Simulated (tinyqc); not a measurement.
Inside a calculation. Method: sp3 tight binding, zinc-blende lattice. Computed by tinyqc, a small Python program that keeps every step. Command: `OMP_NUM_THREADS=1 python tinyqc.py 31729 31730 out.jsonl` (the two numbers bound the seeds that draw the settings). One thread of a shared host (Intel(R) Xeon(R) Processor @ 2.60GHz), about 0.01 s of CPU time with the checks.

## Bloch Hamiltonian at k

Parameters chosen for this model: zinc-blende lattice, anion at 0, cation at a/4 (1,1,1); V = eta hbar^2 / (m d^2), hbar^2/m = 7.619964 eV angstrom^2:
```
parameter          value      unit
a               4.830000  angstrom
d               2.091451  angstrom
Es anion      -14.830000        eV
Ep anion       -8.510000        eV
Es cation     -10.000000        eV
Ep cation      -5.990000        eV
eta ss         -1.320000
eta sp          1.420000
eta pp sigma    2.220000
eta pp pi      -0.630000
V ss           -2.299489        eV
V sp            2.473693        eV
V pp sigma      3.867322        eV
V pp pi        -1.097483        eV
```

k point k (2 pi / a): 0.580000  0.700000  -0.020000

Slater-Koster rules over the four bonds with direction cosines (l, m, n): ss V_ss; s-px l V_sp; px-s -l V_sp; px-px l^2 V_pps + (1 - l^2) V_ppp; px-py l m (V_pps - V_ppp); each times exp(i k.d).

H(k) at k (eV), lower triangle (Hermitian):
```
                      a s                 a px                 a py                a pz
a s            -14.830000
a px             0.000000            -8.510000
a py             0.000000             0.000000            -8.510000
a pz             0.000000             0.000000             0.000000           -8.510000
c s   -2.558105+0.203406i  -0.097994+2.048282i  -0.064370+3.118216i  4.019980-0.049930i
c px   0.097994-2.048282i   0.620147-0.049310i  -4.658218+0.057858i  0.074590-3.613284i
c py   0.064370-3.118216i  -4.658218+0.057858i   0.620147-0.049310i  0.113552-2.373481i
c pz  -4.019980+0.049930i   0.074590-3.613284i   0.113552-2.373481i  0.620147-0.049310i

             c s       c px       c py       c pz
c s   -10.000000
c px    0.000000  -5.990000
c py    0.000000   0.000000  -5.990000
c pz    0.000000   0.000000   0.000000  -5.990000
```

## Levels at k

Diagonalise the Hermitian matrix.

eigenvalues (eV): -18.263664  -14.862937  -14.084481  -12.825686  -3.960705  -2.591439  -1.607287  -0.133802

weights |c|^2 of the basis functions:
```
        band 1    band 2    band 3    band 4    band 5    band 6    band 7    band 8
a s   0.715629  0.065445  0.003079  0.001308  0.136888  0.069128  0.003185  0.005339
a px  0.008085  0.160736  0.105605  0.315260  0.007926  0.003713  0.236281  0.162394
a py  0.015148  0.180378  0.075827  0.291463  0.052513  0.131527  0.110946  0.142197
a pz  0.001427  0.114916  0.387284  0.004227  0.203515  0.149103  0.037941  0.101587
c s   0.122153  0.335816  0.074335  0.004101  0.367282  0.082710  0.005023  0.008580
c px  0.029761  0.003536  0.157467  0.195787  0.004595  0.006890  0.372148  0.229815
c py  0.055512  0.002812  0.110111  0.181102  0.030421  0.244054  0.174743  0.201244
c pz  0.052284  0.136360  0.086291  0.006753  0.196860  0.312875  0.059733  0.148844
```

## Bloch Hamiltonian at X

k point X (2 pi / a): 1  0  0

As before.

H(k) at X (eV), lower triangle (Hermitian):
```
                     a s                a px                a py                a pz
a s           -14.830000
a px            0.000000           -8.510000
a py            0.000000            0.000000           -8.510000
a pz            0.000000            0.000000            0.000000           -8.510000
c s             0.000000  0.000000+5.712748i            0.000000            0.000000
c px  0.000000-5.712748i            0.000000            0.000000            0.000000
c py            0.000000            0.000000            0.000000  0.000000-6.619741i
c pz            0.000000            0.000000  0.000000-6.619741i            0.000000

             c s       c px       c py       c pz
c s   -10.000000
c px    0.000000  -5.990000
c py    0.000000   0.000000  -5.990000
c pz    0.000000   0.000000   0.000000  -5.990000
```

## Levels at X

As before.

eigenvalues (eV): -17.633011  -15.016121  -13.988588  -13.988588  -3.493879  -3.186989  -0.511412  -0.511412

## Bands along a path

The same steps at evenly spaced points between the labelled ones.

Bands along the path (eV):
```
k             band 1      band 2      band 3      band 4     band 5     band 6     band 7     band 8
L         -19.067217  -15.680991  -11.850677  -11.850677  -4.423336  -2.649323  -2.649323  -0.158456
L-G 0.20  -19.537751  -15.045483  -11.696507  -11.696507  -4.325076  -2.803493  -2.803493  -0.421690
L-G 0.40  -20.412853  -13.667940  -11.264944  -11.264944  -4.088131  -3.235056  -3.235056  -1.161076
L-G 0.60  -21.207115  -12.048772  -10.656771  -10.656771  -3.903395  -3.843229  -3.843229  -2.170719
L-G 0.80  -21.738751  -10.535072  -10.070363  -10.070363  -4.429637  -4.429637  -4.231984  -2.824193
G         -21.924711   -9.811180   -9.811180   -9.811180  -4.688820  -4.688820  -4.688820  -2.905289
G-X 0.20  -21.675845  -10.454588  -10.454588  -10.162257  -4.628678  -4.045412  -4.045412  -2.863220
G-X 0.40  -20.953340  -11.720080  -11.720080  -11.134930  -4.437633  -2.804096  -2.779920  -2.779920
G-X 0.60  -19.834780  -12.905669  -12.905669  -12.532993  -4.126719  -2.835507  -1.594331  -1.594331
G-X 0.80  -18.496946  -14.077288  -13.707463  -13.707463  -3.755621  -3.000145  -0.792537  -0.792537
X         -17.633011  -15.016121  -13.988588  -13.988588  -3.493879  -3.186989  -0.511412  -0.511412
X-W 0.20  -17.633011  -15.016121  -13.988588  -13.988588  -3.493879  -3.186989  -0.511412  -0.511412
X-W 0.40  -17.633011  -15.016121  -13.988588  -13.988588  -3.493879  -3.186989  -0.511412  -0.511412
X-W 0.60  -17.633011  -15.016121  -13.988588  -13.988588  -3.493879  -3.186989  -0.511412  -0.511412
X-W 0.80  -17.633011  -15.016121  -13.988588  -13.988588  -3.493879  -3.186989  -0.511412  -0.511412
W         -17.633011  -15.016121  -13.988588  -13.988588  -3.493879  -3.186989  -0.511412  -0.511412
```

With 4 band(s) filled, the highest filled level on these points lies at G and the lowest empty one at G: a gap of 5.1224 eV, direct.
